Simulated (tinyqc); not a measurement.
Coherent transport through a tight-binding region between two chains, step by step. One step of it, computed by the program tinyqc.

Problem. Transmission at E = -0.71 eV. Surface Green function g = (E - i sqrt(4 t^2 - E^2)) / (2 t^2); self-energy tc^2 g on each contact site; G = (E - H - Sigma)^(-1); Gamma = -2 Im Sigma; T = Gamma_L Gamma_R |G_LR|^2; local density of states -Im G_ii / pi.

H of the central region (eV), lower triangle:
```
           1          2          3          4          5         6
1   0.000000
2  -1.590000   1.370000
3   0.000000  -2.270000   1.370000
4   0.000000   0.000000  -2.270000   1.370000
5   0.000000   0.000000   0.000000  -0.310000   1.370000
6   0.000000   0.000000   0.000000   0.000000  -2.270000  0.000000
```

Leads: semi-infinite chains with site energy 0:

| parameter | value |
|---|---|
| lead hopping t (eV) | 1.500000 |
| coupling to the left lead (eV) | 0.280000 |
| coupling to the right lead (eV) | 0.780000 |
| left contact site | 1 |
| right contact site | 6 |

E = -0.710000 eV

Give: g; G; local density of states; transmission.

Solution.

g = -0.158-0.648i 1/eV

G (1/eV), lower triangle:
```
               1              2              3              4
1  -1.848-0.194i
2  -0.188-0.026i  -0.083-0.005i
3   1.122+0.112i   0.496+0.013i  -0.332-0.066i
4   1.217+0.129i   0.538+0.018i  -0.359-0.074i  -0.867-0.085i
5  -0.055+0.044i  -0.023+0.021i   0.018-0.011i   0.039-0.031i
6  -0.216+0.022i  -0.094+0.017i          0.065   0.154-0.017i

              5             6
5  0.131-0.127i
6  0.555-0.112i  0.488-0.100i
```

local density of states (1/eV): 0.062  0.002  0.021  0.027  0.040  0.032

transmission = 3.78e-03
